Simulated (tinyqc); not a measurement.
# Elastic trap-assisted tunnelling through a dielectric: what changes with what

Emitter at x = 0 (Fermi level 0), collector at x = t (Fermi level -V), band edge U(x) = phi - F x, F = V/t. A trap at x has the energy E = U(x) - Et. With G(u) = (4/(3 F)) sqrt(mo/C) max(u, 0)^1.5, C = hbar^2/(2 m0): S1 = G(phi - E) - G(Et), S2 = G(Et) - G(phi - V - E), T1,2 = exp(-S1,2). The steady rate through one trap is nu T1 T2 (f1 - f2)/(T1 + T2), f1 = f(E), f2 = f(E + V), f(y) = 1/(1 + exp(y/Vt)); both contacts offer states at E.

Values chosen for this exercise; dielectric values close to those of silicon dioxide:
- T = 300 K (temperature)
- phi = 3.08 eV (barrier above the emitter Fermi level)
- mo = 0.49 m0 (tunnelling mass)
- t = 4.8 nm (thickness)
- Et = 2.62 eV (trap depth below the band edge of the dielectric)
- Nt = 7.7e17 cm^-3 (trap density)
- nu = 1e13 1/s (attempt frequency)
- V = 1.66 V (voltage)

Constants: q = 1.602176634e-19 C, kB = 1.380649e-23 J/K, hbar = 1.054571817e-34 J s, m0 = 9.1093837015e-31 kg, Vt = kB T/q, hbar^2/(2 m0) = 0.0380998212 eV nm^2. Results are converted to the units shown.

Each table varies one quantity; the others keep the values above.

## Effect of the trap depth

J = q Nt times the integral of the rate over x. Direct S = (4/(3 F)) sqrt(mo/C) [phi^1.5 - max(phi - V, 0)^1.5].

The same in every row: direct S = 51.3.

Effect of the trap depth:
```
Et (eV)	J (A/cm^2)	x of the peak over t	larger S there
1.39	2.07e-18	0.978	49.6
1.64	1.39e-15	0.827	43.3
1.89	1.23e-12	0.676	36.4
2.14	1.20e-9	0.526	29.0
2.39	7.19e-8	0.454	26.1
2.64	2.05e-8	0.457	27.6
2.89	4.97e-9	0.461	29.0
3.14	1.30e-9	0.464	30.3
3.39	3.63e-10	0.467	31.5
```

J goes from 2.07e-18 through a maximum of 7.19e-8 (at Et = 2.39 eV among the rows listed) to 3.63e-10 A/cm^2. Shallow traps near the emitter lie above its Fermi level and stay empty, while deep traps face higher barriers, so a middle depth conducts best.

## Current against voltage

Same model as above.

Current against voltage:
```
V (V)	J (A/cm^2)	x of the peak over t	larger S there	direct S
0.3	7.98e-14	0.496	28.0	58.9
0.85	2.02e-9	0.488	28.2	56.0
1.41	1.95e-8	0.463	27.6	52.9
1.96	2.91e-8	0.448	27.3	49.4
2.51	5.16e-8	0.431	26.9	45.5
3.07	1.22e-7	0.411	26.2	40.4
3.62	5.99e-7	0.386	25.3	34.3
4.17	1.12e-5	0.190	23.3	29.8
4.73	1.56e-4	0.163	20.6	26.2
5.28	0.00119	0.142	18.4	23.5
```

J rises from 7.98e-14 to 0.00119 A/cm^2, by 8.01 decades a volt between the first two rows and 1.61 between the last two. The position of the peak falls from 0.496 to 0.142 of t; only traps beyond x/t = (phi - Et)/V lie below the emitter Fermi level, with phi - Et = 0.460 eV. It jumps from 0.386 to 0.190 between V = 3.62 and 4.17 V. For V = 5.28 the field exceeds 10 MV/cm.

Range of the model: Phonon-assisted (inelastic) capture, chains of traps and a spread of trap depths are left out.

tinyqc, about 0.04 s, one thread, Intel Xeon 2.30GHz (shared host): `OMP_NUM_THREADS=1 python tinyqc.py 2370141 2370142 out.jsonl`
